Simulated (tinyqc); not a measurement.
## Long-channel MOSFET, surface-potential model: effect of the acceptor density of the body

n-channel transistor on a uniformly doped p-type body, gradual-channel approximation, constant mobility, Boltzmann statistics, full ionisation. Potentials are counted from the neutral body; V is the electron quasi-Fermi potential, Vsb at the source and Vsb + Vds at the drain. Charges are magnitudes per area.

ni = sqrt(Nc Nv) exp(-Eg/(2 Vt)), Eg in volts; phiF = Vt ln(Na/ni); Cox = eps0 eox/tox; gamma = sqrt(2 q eps0 eps_r Na)/Cox. The surface potential psi at channel potential V solves Vgs + Vsb - Vfb - psi = gamma sqrt(G), G = psi - Vt + Vt exp((psi - 2 phiF - V)/Vt). Charge sheet: Qi = Cox gamma [sqrt(G) - sqrt(psi - Vt)]; I = mu (W/L) [integral of Qi dpsi from psi_0 to psi_L (drift) + Vt (Qi0 - QiL) (diffusion)], with psi_0 at V = Vsb and psi_L at V = Vsb + Vds. VT = Vfb + 2 phiF + gamma sqrt(2 phiF + Vsb), m = 1 + gamma/(2 sqrt(2 phiF + Vsb)). The swing is 20 mV/log10[I(VT - 0.14 V)/I(VT - 0.16 V)] of the charge-sheet current at the given Vds.

Inputs (values chosen for the exercise); material values close to those of silicon:
- T = 300 K (temperature)
- Eg = 1.1 eV (band gap)
- eps_r = 11.8 (relative permittivity of the semiconductor)
- Nc = 2.86e19 cm^-3 (conduction-band density of states at T)
- Nv = 2.67e19 cm^-3 (valence-band density of states at T)
- eox = 7.76 (relative permittivity of the gate insulator)
- tox = 38 nm (insulator thickness)
- Vfb = -0.97 V (flat-band voltage)
- mu = 150 cm^2/(V s) (channel mobility)
- W = 10 um (gate width)
- L = 2 um (gate length)
- Vsb = 0 V (source-body reverse bias)
- Vgs = 1.85 V (gate-source voltage)
- Vds = 0.05 V (drain-source voltage)

Constants: q = 1.602176634e-19 C, kB = 1.380649e-23 J/K, Vt = kB T/q, eps0 = 8.8541878128e-14 F/cm where lengths are in cm. Results are converted to the units shown.

Effect of the acceptor density of the body:
```
Na (cm^-3)  gamma (V^0.5)  VT (V)      m  swing (mV/decade)  I at Vgs, Vds (uA)
3.7e16             0.6155  0.3238  1.354              84.62               8.762
6.8e16             0.8345  0.5608  1.470              92.12               7.245
1.3e17              1.154  0.8996  1.636              103.0               5.079
2.3e17              1.535   1.299  1.831              116.0               2.598
4.3e17              2.098   1.889  2.115              135.8             0.06066
8e17                2.862   2.688  2.495              163.5            1.366e-6
```

As Na goes from 3.7e16 to 8e17 cm^-3, VT rises from 0.324 to 2.69 V, the swing rises from 84.6 to 164 mV a decade and the current falls from 8.76 to 1.37e-6 uA. The swing is 5.0 % above m Vt ln 10 in the first row and 10 % above it in the last. The gate voltage is below VT in 2 of the 6 rows. For Na = 3.7e16 to 1.3e17 cm^-3 the surface electron density at the source passes 0.3 Nc, where degeneracy and quantisation, left out here, matter.

Program tinyqc, `OMP_NUM_THREADS=1 python tinyqc.py 2360033 2360034 out.jsonl`; Intel Xeon 2.30GHz, shared host, one thread, about 0.03 s.
